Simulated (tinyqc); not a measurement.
Vibrations of a mass or spring defect in a linear chain: one step, computed by the program tinyqc.

A ring of N atoms with nearest-neighbour springs k and motion along the chain. Atom 1 is the defect, of mass M', and its two springs are k'. All other atoms have the mass M.

Question. Dynamical matrix of the ring. D_ii = (sum of the two springs at i)/M_i, D_ij = -k_ij/sqrt(M_i M_j) for neighbours, closed into a ring.

Inputs (values chosen for the exercise, for a model chain):

| quantity | value | unit |
|---|---|---|
| spring constant k | 4.51 | eV/angstrom^2 |
| host mass M | 102 | u |
| defect mass M' | 41.9 | u |
| spring ratio k'/k at the defect | 1 | - |
| atoms in the ring N | 8 | - |

Host: monatomic.

Give: D.

Answer.

D (eV/(angstrom^2 u)), lower triangle (symmetric):
```
         1        2        3        4        5        6        7       8
1   0.2153
2  -0.0690   0.0884
3   0.0000  -0.0442   0.0884
4   0.0000   0.0000  -0.0442   0.0884
5   0.0000   0.0000   0.0000  -0.0442   0.0884
6   0.0000   0.0000   0.0000   0.0000  -0.0442   0.0884
7   0.0000   0.0000   0.0000   0.0000   0.0000  -0.0442   0.0884
8  -0.0690   0.0000   0.0000   0.0000   0.0000   0.0000  -0.0442  0.0884
```
